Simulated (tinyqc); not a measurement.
Electron density from the centroid.

Problem. In the Fang-Howard model the centroid is 3/b with b^3 = 6 (mz1/C) q (Nd + 11 Ns/32)/(eps0 eps_r), C = hbar^2/(2 m0), the field in eV/nm. Find b and Ns.

Inputs (values chosen for the exercise); masses and permittivity close to those of silicon (100):

| symbol | value | unit | meaning |
|---|---|---|---|
| eps_r | 11.7 |  | relative permittivity |
| mz1 | 0.925 | m0 | mass along z of valley set A (2 valley(s)) |
| Nd | 8.8e11 | cm^-2 | sheet density of depletion charge |

Constants: q = 1.602176634e-19 C, hbar = 1.054571817e-34 J s, m0 = 9.1093837015e-31 kg, eps0 = 8.8541878128e-14 F/cm where lengths are in cm, hbar^2/(2 m0) = 0.0380998212 eV nm^2. Results are converted to the units shown.

centroid = 1.3085446 nm

Solution. b = 3/centroid gives Nd + 11 Ns/32, from which the depletion charge is taken off.

b = 2.29 1/nm
Ns = 1.30e13 cm^-2

Computed by the program tinyqc: `OMP_NUM_THREADS=1 python tinyqc.py 2160017 2160018 out.jsonl`, one thread of a shared Intel Xeon 2.30GHz, about 0.9 s for the whole run.
